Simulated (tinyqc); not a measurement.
On-chip power grid, static voltage drop by conjugate gradients: two steps of the calculation.

A grid of 3 rows and 4 columns, node k = 4 row + column. Neighbours in a row are joined by Rx, in a column by Ry; pad nodes, which reach the supply through Rp: 0. Each node draws I0, node 10 draws kh I0. The drops u = Vdd - V solve G u = i, with G the conductance matrix (1/Rp added on the diagonal at pad nodes).

Parameters, values chosen for the exercise:
- Rx = 0.7 ohm (resistance of a horizontal segment)
- Ry = 1.8 ohm (resistance of a vertical segment)
- Rp = 0.35 ohm (resistance from a pad node to the supply)
- I0 = 9.4 mA (load current of an ordinary node)
- kh = 3 (factor on the load at the hot node)

Task 1. Diagonal of G, loads and first direction. G_kk = sum of the conductances at node k. Start u = 0, so the residual is r = i; p = r.

Give: G_kk; r at the start; p at the start.

Result 1.

G_kk (S):
```
,col 0,col 1,col 2,col 3
row 0,4.841,3.413,3.413,1.984
row 1,2.540,3.968,3.968,2.540
row 2,1.984,3.413,3.413,1.984
```

r at the start (mA):
```
,col 0,col 1,col 2,col 3
row 0,9.400,9.400,9.400,9.400
row 1,9.400,9.400,9.400,9.400
row 2,9.400,9.400,28.20,9.400
```

p at the start (mA):
```
,col 0,col 1,col 2,col 3
row 0,9.400,9.400,9.400,9.400
row 1,9.400,9.400,9.400,9.400
row 2,9.400,9.400,28.20,9.400
```

Task 2. Conjugate-gradient step. q = G p; a = (r.r)/(p.q); u(new) = u + a p; r(new) = r - a q; b = (r.r)(new)/(r.r); p(new) = r(new) + b p.

u after iteration 1 (mV):
```
,col 0,col 1,col 2,col 3
row 0,11.388462,11.388462,11.388462,11.388462
row 1,11.388462,11.388462,11.388462,11.388462
row 2,11.388462,11.388462,34.165385,11.388462
```

r after iteration 1 (mA):
```
,col 0,col 1,col 2,col 3
row 0,-23.138462,9.400000,9.400000,9.400000
row 1,9.400000,9.400000,22.053846,9.400000
row 2,9.400000,41.938462,-49.530769,41.938462
```

p after iteration 1 (mA):
```
,col 0,col 1,col 2,col 3
row 0,17.346893,49.885355,49.885355,49.885355
row 1,49.885355,49.885355,62.539201,49.885355
row 2,49.885355,82.423817,71.925296,82.423817
```

Wanted: q; a; u after iteration 2; r after iteration 2; b; p after iteration 2.

Result 2.

q (mA S):
```
,col 0,col 1,col 2,col 3
row 0,-14.998,46.484,-7.030,0.000
row 1,18.077,-36.154,37.969,-36.154
row 2,-46.484,79.558,-24.781,33.075
```

a = 1.1603 ohm

u after iteration 2 (mV):
```
,col 0,col 1,col 2,col 3
row 0,31.52,69.27,69.27,69.27
row 1,69.27,69.27,83.95,69.27
row 2,69.27,107.03,117.62,107.03
```

r after iteration 2 (mA):
```
,col 0,col 1,col 2,col 3
row 0,-5.736,-44.535,17.557,9.400
row 1,-11.575,51.350,-22.002,51.350
row 2,63.335,-50.374,-20.777,3.561
```

b = 2.0099

p after iteration 2 (mA):
```
,col 0,col 1,col 2,col 3
row 0,29.13,55.73,117.82,109.67
row 1,88.69,151.61,103.70,151.61
row 2,163.60,115.29,123.79,169.23
```

Computed by the program tinyqc: `OMP_NUM_THREADS=1 python tinyqc.py 2770169 2770170 out.jsonl`, one thread of a shared Intel Xeon 2.30GHz, about 0.1 s for the whole run.
